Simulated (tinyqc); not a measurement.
# MOS inversion layer, Poisson-Schroedinger loop: two studies

Electrons confined at an insulator interface at z = 0, treated as a hard wall; parabolic valleys, Hartree approximation, no image or exchange terms. The depletion charge lies far deeper than the electrons and gives a uniform field q Nd/(eps0 eps_r); the gate balances all charge. Energies are counted from the band edge at the interface.

Inputs (values chosen for the exercise); masses and permittivity close to those of silicon (111):
- T = 300 K (temperature)
- eps_r = 11.7 (relative permittivity)
- mz1 = 0.26 m0 (mass along z of valley set A (6 valley(s)))
- md1 = 0.362 m0 (in-plane density-of-states mass of set A)
- Ns = 1e13 cm^-2 (sheet density of electrons)
- Nd = 5e11 cm^-2 (sheet density of depletion charge)

Constants: q = 1.602176634e-19 C, kB = 1.380649e-23 J/K, hbar = 1.054571817e-34 J s, m0 = 9.1093837015e-31 kg, Vt = kB T/q, eps0 = 8.8541878128e-14 F/cm where lengths are in cm, hbar^2/(2 m0) = 0.0380998212 eV nm^2. Results are converted to the units shown.

Each table varies one quantity; the others keep the values above.

## Effect of the sheet density of electrons

Schroedinger equation -(C/mz) psi'' + (V0 + U) psi = E psi, C = hbar^2/(2 m0), psi(0) = 0, on a uniform mesh of 800 nodes with a far wall at 32 nm, 8 levels a set; V0 = q Nd z/(eps0 eps_r); dU/dz = q (Ns - integral of n from 0 to z)/(eps0 eps_r), U(0) = 0; N_k = g md m0 q Vt/(pi hbar^2) ln(1 + exp((EF - E_k)/Vt)), g the number of valleys of the set, sum N_k = Ns. Triangular well: E_k = a_k (C F^2/mz)^(1/3), a_1 = 2.338107, a_2 = 4.087949, C = hbar^2/(2 m0), F in eV/nm. Fang-Howard (all electrons in the lowest level of set A): b^3 = 6 (mz1/C) q (Nd + 11 Ns/32)/(eps0 eps_r), centroid 3/b, level C b^2/(4 mz1) + (3/b) q (Nd + 11 Ns/16)/(eps0 eps_r). The centroid adds 3.9 z_av/eps_r to an oxide-equivalent thickness. Shares under 0.0001 % are printed as 0.

Effect of the sheet density of electrons:
columns A: Ns (cm^-2); B: A1 (meV); C: A2 (meV); D: EF (meV); E: share of A1 (%); F: share of A2 (%); G: centroid z_av (nm); H: added oxide equivalent (nm); I: Fang-Howard centroid (nm)
```
A          B     C      D     E     F     G      H     I
1e11    53.2  90.6  -95.7  73.9  17.4  5.19   1.73  4.31
2.1e11  58.4  97.2  -70.9  75.1  16.7  5.03   1.68  4.21
4.5e11  69.0   111  -39.7  77.3  15.5  4.72   1.57  4.02
9.7e11  89.7   137   2.28  80.9  13.3  4.24   1.41  3.71
2.1e12   128   184   62.7  85.7  10.2  3.60   1.20  3.27
4.4e12   192   261    149  90.6  6.92  2.94  0.981  2.77
9.4e12   304   392    284  94.8  3.89  2.32  0.772  2.25
2e13     491   606    498  97.6  1.79  1.79  0.597  1.79
```

Read the table: what changes, and by how much?

As Ns goes from 1e11 to 2e13, A1 rises from 53.2 to 491 meV, the share of A1 rises from 73.9 to 97.6 % and the centroid falls from 5.19 to 1.79 nm. A1 goes as Ns^(0.64) between the last two rows (a triangular well in the field of that charge alone gives 2/3). EF lies more than 2 meV above A1 for Ns = 2e13. The Fang-Howard centroid is 17 % below the full one in the first row, where A1 holds 73.9 %, and 0.15 % above it in the last, where A1 holds 97.6 %.

## Effect of the sheet density of depletion charge

Schroedinger equation -(C/mz) psi'' + (V0 + U) psi = E psi, C = hbar^2/(2 m0), psi(0) = 0, on a uniform mesh of 800 nodes with a far wall at 22 nm, 8 levels a set; V0 = q Nd z/(eps0 eps_r); dU/dz = q (Ns - integral of n from 0 to z)/(eps0 eps_r), U(0) = 0; N_k = g md m0 q Vt/(pi hbar^2) ln(1 + exp((EF - E_k)/Vt)), g the number of valleys of the set, sum N_k = Ns.

Effect of the sheet density of depletion charge:
columns A: Nd (cm^-2); B: A1 (meV); C: A2 (meV); D: EF (meV); E: share of A1 (%); F: share of A2 (%); G: centroid z_av (nm); H: added oxide equivalent (nm); I: Fang-Howard centroid (nm)
```
A         B    C    D     E       F     G      H     I
1e11    308  389  289  92.4    4.73  2.56  0.854  2.29
1.7e11  309  392  290  92.9    4.57  2.50  0.832  2.28
3.1e11  312  397  294  93.9    4.21  2.38  0.795  2.25
5.3e11  317  407  299  95.3    3.60  2.25  0.749  2.21
9.4e11  326  426  308  97.1    2.48  2.09  0.696  2.14
1.6e12  340  459  324  98.6    1.26  1.94  0.648  2.04
2.9e12  370  522  353  99.6   0.350  1.78  0.592  1.89
5e12    416  615  400  99.9  0.0562  1.61  0.536  1.72
```

Read the table: what changes, and by how much?

As Nd goes from 1e11 to 5e12, A1 rises from 308 to 416 meV, the share of A1 rises from 92.4 to 99.9 % and the centroid falls from 2.56 to 1.61 nm. A1 goes as Nd^(0.22) between the last two rows (a triangular well in the field of that charge alone gives 2/3). The Fang-Howard centroid is 10 % below the full one in the first row, where A1 holds 92.4 %, and 6.6 % above it in the last, where A1 holds 99.9 %.

tinyqc, about 0.8 s, one thread, Intel Xeon 2.30GHz (shared host): `OMP_NUM_THREADS=1 python tinyqc.py 2160156 2160157 out.jsonl`
